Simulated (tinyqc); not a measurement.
# Dopant redistribution at a moving silicon-oxide interface during parabolic oxidation, step by step

A worked calculation. Computed by tinyqc, a small Python program that keeps every step. Command: `OMP_NUM_THREADS=1 python tinyqc.py 3019795 3019796 out.jsonl segox walk`. One thread of a shared host (Intel(R) Xeon(R) Processor @ 2.30GHz), about 0.01 s of CPU time with the checks. Intermediate numbers are printed to about 5 digits and carried at full precision; extremes and crossings named in words are read from the listed rows.

Uniformly doped silicon is oxidised with x_ox = sqrt(B t); the interface advances into the silicon by alpha x_ox, alpha = 0.44. The dopant does not move in the oxide, and at the interface C(silicon) = m C(oxide).

Inputs (values chosen for the exercise, modelled on phosphorus in silicon under steam):

| quantity | value | unit |
|---|---|---|
| dopant prefactor D0 | 4.52 | cm^2/s |
| dopant activation energy E | 3.69 | eV |
| oxidation prefactor B0 | 394 | um^2/h |
| oxidation activation energy E_B | 0.774 | eV |
| segregation coefficient m = C(silicon)/C(oxide) | 7.5 | - |
| bulk doping C_B | 2.9e+15 | 1/cm^3 |
| temperature T | 950 | C |
| time t | 1.1 | h |

Constants: k_B = 8.617333262e-05 eV/K.

## Rates

D = D0 exp(-E/(k_B T)), converted with 1 cm^2/s = 3.6e11 um^2/h; B = B0 exp(-E_B/(k_B T)); s = alpha sqrt(B/(4 D)), the interface advance over 2 sqrt(D t). Temperatures in kelvin are T(C) + 273.15.

D = 0.0010173 um^2/h

B = 0.25490 um^2/h

s = 3.4825

oxide thickness = 0.52951 um

diffusion length 2 sqrt(D t) = 0.066903 um

The interface outruns diffusion. Caution: in this case the oxide is not much thicker than a typical Deal-Grove length A, so real growth is slower than parabolic. Caution: parabolic growth needs an oxide much thicker than the Deal-Grove length A, which fails for thin films and low temperatures; oxidation-enhanced or retarded diffusion is ignored.

## Interface concentration

With the dopant diffusivity D and s = alpha x_ox/(2 sqrt(D t)), in the silicon C = C_B + (C_s - C_B) erfc(y/(2 sqrt(D t)))/erfc(s), y from the original surface. Dopant balance at the interface gives C_s/C_B = 1/[1 + (1/(m alpha) - 1) g], g = sqrt(pi) s exp(s^2) erfc(s).

g = 0.96304

ratio C_s/C_B = 3.0415

C_s in the silicon = 8.8203e+15 1/cm^3

concentration in the oxide = 1.1760e+15 1/cm^3

m alpha = 3.300: the oxide rejects dopant, which piles up in the silicon. For a very fast interface the ratio would tend to m alpha.

## Dose moved

Consumed silicon held alpha x_ox C_B; the oxide holds x_ox times the dopant concentration in the oxide; the difference is the excess in the silicon; 1 um = 1e-4 cm.

dopant in the consumed silicon = 6.7566e+10 1/cm^2

dopant in the oxide = 6.2273e+10 1/cm^2

excess in the silicon = 5.2931e+09 1/cm^2

## Profile below the interface

Depths z are counted from the present interface: y/(2 sqrt(D t)) = s + z/(2 sqrt(D t)); take z/(2 sqrt(D t)) = 0, 0.05, 0.1, 0.2, 0.3, 0.5, 0.75, 1, 1.5.

Profile:

| z/(2 sqrt(D t)) | z (um) | C/C_B |
|---|---|---|
| 0.00 | 0.00000 | 3.0415 |
| 0.05 | 0.00335 | 2.4186 |
| 0.10 | 0.00669 | 1.9810 |
| 0.20 | 0.01338 | 1.4623 |
| 0.30 | 0.02007 | 1.2137 |
| 0.50 | 0.03345 | 1.0431 |
| 0.75 | 0.05018 | 1.0052 |
| 1.00 | 0.06690 | 1.0006 |
| 1.50 | 0.10035 | 1.0000 |

## Temperature and segregation coefficient

The formulas are those given above.

C_s/C_B:

| T (C) | s | this m | m = 0.2 | m = 1/alpha | m = 10 |
|---|---|---|---|---|---|
| 850 | 11.933 | 3.2738 | 0.08828 | 1 | 4.3486 |
| 900 | 6.280 | 3.2097 | 0.08899 | 1 | 4.2244 |
| 950 | 3.482 | 3.0415 | 0.09107 | 1 | 3.9089 |
| 1000 | 2.023 | 2.7186 | 0.09615 | 1 | 3.3432 |
| 1050 | 1.224 | 2.2963 | 0.10645 | 1 | 2.6730 |
| 1100 | 0.769 | 1.9043 | 0.12405 | 1 | 2.1119 |
| 1150 | 0.498 | 1.6119 | 0.15049 | 1 | 1.7268 |
| 1200 | 0.333 | 1.4146 | 0.18664 | 1 | 1.4813 |

s falls from 11.9 to 0.333 as T rises, because diffusion has the larger activation energy (3.69 against 0.774 eV); the ratio for this m moves from 3.274 to 1.415, towards 1. At m = 1/alpha the oxide takes exactly what the silicon held, and nothing moves. The ratio does not depend on time, since both lengths grow as sqrt(t).

Checks made by the program: excess against the integral of the profile (relative difference 4e-10).
